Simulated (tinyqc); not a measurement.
Bloch-Grueneisen resistivity of a metal: one step, computed by the program tinyqc.

Electrons scatter from a Debye spectrum of phonons (n = 5 for scattering within one band, n = 3 for scattering into a second, heavy band) and from static defects.

Problem. Total resistivity and derived numbers. J_n(y) = int_0^y x^n e^x/(e^x - 1)^2 dx, by 96 Gauss-Legendre points (upper limit at most 60). rho_ph = (n - 1) rho_1 (T/Theta)^n J_n(Theta/T), with rho_1 = 2 pi lambda_tr k_B Theta/(hbar eps_0 w_p^2), the high-temperature line at T = Theta. Matthiessen's rule: rho = rho_0 + rho_ph. Temperature coefficient (1/rho) d rho/dT by a central difference of +/- 0.5 K; residual ratio rho(295 K)/rho(4.2 K); scattering time tau = 1/(eps_0 w_p^2 rho); Wiedemann-Franz kappa = L_0 T/rho, L_0 = (pi^2/3)(k_B/e)^2.

Inputs (values chosen for the exercise, modelled on silver): exponent n = 5; Debye temperature Theta = 228 K; transport coupling lambda_tr = 0.11; Drude plasma energy hbar w_p = 9 eV; residual resistivity rho_0 = 0.11 microohm cm; temperature T = 40 K.

Addition: none.

Constants: k_B = 1.380649e-23 J/K; hbar = 1.054571817e-34 J s; eps_0 = 8.8541878128e-12 F/m; hbar = 6.582119569e-16 eV s; k_B = 8.617333262e-05 eV/K.

Give: resistivity rho; temperature coefficient; residual resistance ratio; scattering time; Wiedemann-Franz conductivity.

Solution.

resistivity rho = 0.16379 microohm cm

temperature coefficient = 26.439 1e-3/K

residual resistance ratio = 15.183

scattering time = 368.82 fs

Wiedemann-Franz conductivity = 596.62 W/(m K)

The coefficient is 1.06 times 1/T; it exceeds 1/T because the phonon part, extended linearly, meets zero above T = 0.
